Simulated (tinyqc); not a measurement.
Gupta-type many-body potential for a metal: one step, computed by the program tinyqc.

E_i = sum_j A exp(-p (r_ij/r0 - 1)) - xi rho_i^gamma, with rho_i = sum_j exp(-2 q (r_ij/r0 - 1)); gamma = 1/2 is the tight-binding second-moment form. The crystal is fcc unless stated; d is the neighbour distance and a fixed number of shells is kept.

Problem. Equilibrium of the fcc crystal. fcc shells: d sqrt(k), k = 1..5, with 12, 6, 24, 12, 24 atoms; Omega = d^3/sqrt2. Equilibrium: dE/dd = 0; B = d^2 E''(d)/(9 Omega).

Inputs (values chosen for the exercise, modelled on platinum):
```
quantity,value,unit
repulsion A,0.301,eV
hopping xi,2.67,eV
decay p,10.6,-
decay q,4.1,-
reference distance r0,2.775,angstrom
shells kept,2,-
embedding exponent gamma,0.5,-
```

Constants: 1 eV/angstrom^3 = 160.2176634 GPa.

Give: neighbour distance d; lattice constant; cohesive energy E_c; bulk modulus B.

Solution.

neighbour distance d = 2.776 angstrom

lattice constant = 3.926 angstrom

cohesive energy E_c = 5.692 eV

bulk modulus B = 293.5 GPa
